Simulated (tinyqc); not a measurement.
Van der Pauw, Hall and four-point-probe measurements on a doped layer: one step of the calculation.

A uniform n-type layer with sheet resistance Rs = 1/(q ns mu), point contacts, low field (mu B small).

Task. New z. The van der Pauw equation exp(-pi RA z) + exp(-pi RB z) = 1 is solved for z = 1/Rs: e1 = exp(-pi RA z), e2 = exp(-pi RB z), f = e1 + e2 - 1, f' = -pi (RA e1 + RB e2), z(new) = z - f/f'.

z at the start = 10.750254 mS
RA = 0.16339777 ohm
RB = 40.884115 ohm

Give: e1; e2; f; f'; z after iteration 1.

Result.

e1 = 0.99450
e2 = 0.25138
f = 0.24588
f' = -0.032799 kohm
z after iteration 1 = 18.247 mS

tinyqc, about 0.01 s, one thread, Intel Xeon 2.30GHz (shared host): `OMP_NUM_THREADS=1 python tinyqc.py 2850102 2850103 out.jsonl`
